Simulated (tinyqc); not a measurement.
Ionisation and resistivity against doping: donors with valley-orbit split 1s states.

Each donor binds at most one electron, in any of its states. For a site s, W_s = sum over its states of g exp(E/kT), and the ionised share is 1/(1 + W_s exp(eta)), eta = (EF - Ec)/kT; n = Nc F_1/2(eta); neutrality n + NA = ND x (mean ionised share); holes are neglected. Nc from N = 2 (m kB T/(4 pi c))^(3/2) with c = hbar^2/2m0, in 1/angstrom^3; times 1e24 for 1/cm^3, m = md. F_j(eta) = (1/Gamma(j + 1)) integral_0^infinity x^j dx/(1 + exp(x - eta)), which tends to exp(eta) for eta << 0.

Mobility (Caughey-Thomas form): mu = mu0 + (mu1 (T/300)^(-ga) - mu0)/(1 + ((ND + NA)/Nr)^de); rho = 1/(e n mu), e = 1.602176634e-19 C.

Constants: hbar^2/2m0 = 3.80998211 eV angstrom^2; kB = 8.617333262e-05 eV/K.

Values chosen for the exercise (near those of As in Si; shifted at random, so the results belong to these values and not to a real crystal):
- md = 1.042 m0 (density-of-states mass of the conduction band)
- E = (51.7, 30.3, 29.5) meV (binding energies of 1s(A1), 1s(T2), 1s(E))
- g = (2, 6, 4) (their degeneracies with spin)
- T = 300 K
- mu0 = 65 cm^2/(V s) (mobility at heavy doping)
- mu1 = 1404 cm^2/(V s) (mobility at light doping and 300 K)
- Nr = 1e+17 1/cm^3 (reference doping)
- de = 0.72 (doping exponent)
- ga = 2.3 (temperature exponent)

NA = 0.

Results:
```
ND (1/cm^3)  n (1/cm^3)   n/ND  mu (cm^2/(V s))  rho (ohm cm)  rho at full ionisation
1.0e+14        1.00e+14  1.000             1395          44.8                    44.7
1.0e+15        9.98e+14  0.998             1357          4.61                    4.60
1.0e+16        9.83e+15  0.983             1190         0.534                   0.525
3.0e+16        2.86e+16  0.952             1008         0.217                   0.206
1.0e+17        8.68e+16  0.868              734        0.0979                  0.0850
3.0e+17        2.17e+17  0.724              483        0.0595                  0.0431
1.0e+18        5.21e+17  0.521              279        0.0429                  0.0223
2.0e+18        8.18e+17  0.409              204        0.0374                  0.0153
```

From 1e16 to 1e18 1/cm^3 rho falls by a factor 12.5, not 100: the mobility takes a factor 4.26 and incomplete ionisation 1.89. n/ND is below 0.9 from 1e+17 1/cm^3 on. From a few times 1e18 1/cm^3 on, depending on the dopant, the levels merge with the band, and already below that screening lowers the binding energy, so the last rows understate n.

Run: tinyqc, `OMP_NUM_THREADS=1 python tinyqc.py 1682180 1682181 out.jsonl`; Intel(R) Xeon(R) Processor @ 2.30GHz, one thread, shared host; about 0.01 s of CPU time with all checks.
